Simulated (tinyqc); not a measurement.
Changing the tracer diffusivity D*_B(0): interdiffusion in a binary couple: Darken equations, Kirkendall shift and Boltzmann-Matano analysis. Computed by tinyqc, a small Python program. Command: `OMP_NUM_THREADS=1 python tinyqc.py 3009829 3009830 out.jsonl darken sweep`. One thread of a shared host (Intel(R) Xeon(R) Processor @ 2.30GHz), about 0.1 s of CPU time with the checks.

x is the mole fraction of B; the molar volume is constant, and the two halves are long enough to count as infinite.

Inputs (values chosen for the exercise, for a model alloy A-B):
```
quantity                            value   unit
tracer diffusivity D*_A(0)        1.1e-13  m^2/s
slope k of ln D* with x               1.8      -
regular-solution parameter W       -0.023     eV
temperature T                        1360      K
left composition x_L               0.0089      -
right composition x_R                0.34      -
time t                               4100      s
composition x for the local step    0.071      -
```

Vacancy-wind correction: Manning, fcc.

Constants: k_B = 8.617333262e-05 eV/K.

Method:
- D*_i(x) = D*_i(0) exp(k x); thermodynamic factor Phi = 1 - 2 W x (1 - x)/(k_B T); with f0 = 0.7815, M0 = 2 f0/(1 - f0), den = M0 ((1 - x) D*_A + x D*_B): D_A = D*_A Phi [1 + 2 (1 - x)(D*_A - D*_B)/den], D_B = D*_B Phi [1 - 2 x (D*_A - D*_B)/den]; interdiffusion D~ = x D_A + (1 - x) D_B.
- With lambda = z/sqrt(t), the profile solves d/dlambda (D~ dx/dlambda) + (lambda/2) dx/dlambda = 0 with x = x_L and x_R far to the left and right; z = 0 is the original interface. It is solved as a boundary-value problem in y = lambda/sqrt(D~ at the mean composition) on -12 < y < 12 (collocation, tolerance 1e-8).
- Lattice planes move with v = (D_B - D_A) dx/dz; markers from the original interface stay at one composition, where z_K = 2 t v.

One run for each value; columns: (1) tracer diffusivity D*_B(0) (m^2/s); (2) marker position z_K (um); (3) composition at the markers; (4) interdiffusion coefficient D~ at the local x (m^2/s):
```
(1)          (2)      (3)         (4)
1.40e-14  -9.880  0.13456  2.6186e-14
2.30e-14  -8.032  0.14818  3.5580e-14
3.90e-14  -5.695  0.16211  5.2373e-14
6.50e-14  -3.064  0.17422  7.9906e-14
1.10e-13   0.000  0.18455  1.2823e-13
1.80e-13   3.152  0.19180  2.0496e-13
3.10e-13   6.928  0.19704  3.5175e-13
5.20e-13  10.894  0.19972  5.9823e-13
8.80e-13  15.524  0.20087  1.0395e-12
```

Describe and explain the trends.

Over the rows, marker position z_K (um) rises from -9.88 to 15.5; composition at the markers rises from 0.135 to 0.201 (exponent d ln y / d ln x 0.19 between the first rows and 0.011 between the last); interdiffusion coefficient D~ at the local x (m^2/s) rises from 2.62e-14 to 1.04e-12 (exponent d ln y / d ln x 0.62 between the first rows and 1.1 between the last). The shift vanishes where D*_B = D*_A = 1.1e-13 m^2/s and changes sign there.
